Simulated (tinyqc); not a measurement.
Worked calculation: plane-wave Kohn-Sham cycle with exchange-only LDA in a layered model solid. One step of it, computed by the program tinyqc.

Problem. Iteration 2: levels at that k. Diagonalise the Hermitian matrix.

H (hartree), lower triangle:
```
           -2         -1         +0         +1        +2
-2   0.174945
-1  -0.064882  -0.074749
+0   0.094152  -0.064882  -0.157981
+1   0.000214   0.094152  -0.064882  -0.074749
+2  -0.000193   0.000214   0.094152  -0.064882  0.174945
```

Give: eigenvalues.

Solution.

eigenvalues (hartree): -0.224  -0.181  0.002  0.187  0.258
